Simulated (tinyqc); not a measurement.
## Arrhenius plot from several rate windows

Emission rate en = sn vth(T) Nc(T) exp(-Et/kB T) = sn g T^2 exp(-Et/kB T), g = vth Nc/(300 K)^2, as vth goes as T^0.5 and Nc as T^1.5 (degeneracy factor 1). Here the cross-section is thermally activated, sn exp(-Eb/kB T) with Eb = 0.1 eV. Each window ew gives the temperature where en = ew.

Values chosen for this exercise; material values close to those of gallium nitride: conduction-band density of states at 300 K Nc = 2.31e18 cm^-3; thermal velocity at 300 K vth = 2.7e7 cm/s; depth of the trap below the conduction edge Et = 0.24 eV; capture cross-section sn = 4.4e-17 cm^2.

Constants: q = 1.602176634e-19 C, kB = 1.380649e-23 J/K. Results are converted to the units shown.

Result of one run:
```
ew (1/s),T peak (K),q/kB T (1/eV),ln(ew/T^2),ln ew
430,256.89,45.173,-5.0335,6.0638
```

What becomes of these results when the rate window ew is changed from 430 to 47 1/s, all else the same?

Result of the changed run:
```
ew (1/s),T peak (K),q/kB T (1/eV),ln(ew/T^2),ln ew
47,227.66,50.973,-7.0056,3.8501
```

The whole series:
```
ew (1/s),T peak (K),q/kB T (1/eV),ln(ew/T^2),ln ew
1.7,194.07,59.797,-10.006,0.53063
5.1,204.08,56.862,-9.0078,1.6292
15,214.92,53.993,-8.0325,2.7081
47,227.66,50.973,-7.0056,3.8501
140,241.24,48.103,-6.0299,4.9416
430,256.89,45.173,-5.0335,6.0638
1300,274.31,42.305,-4.0584,7.1701
3900,293.93,39.480,-3.0980,8.2687
```

The peak rises from 194 to 294 K. ln(ew/T^2) against q/kB T is a straight line of slope -0.3400 eV, which is Et + Eb and not Et = 0.24 eV: a capture barrier adds to the activation energy. Its intercept gives sn = 4.40e-17 cm^2. Leaving out the T^2 gives 0.3809 eV, too high by about 2 kB T.

Program tinyqc, `OMP_NUM_THREADS=1 python tinyqc.py 2050128 2050129 out.jsonl`; Intel Xeon 2.30GHz, shared host, one thread, about 0.01 s.
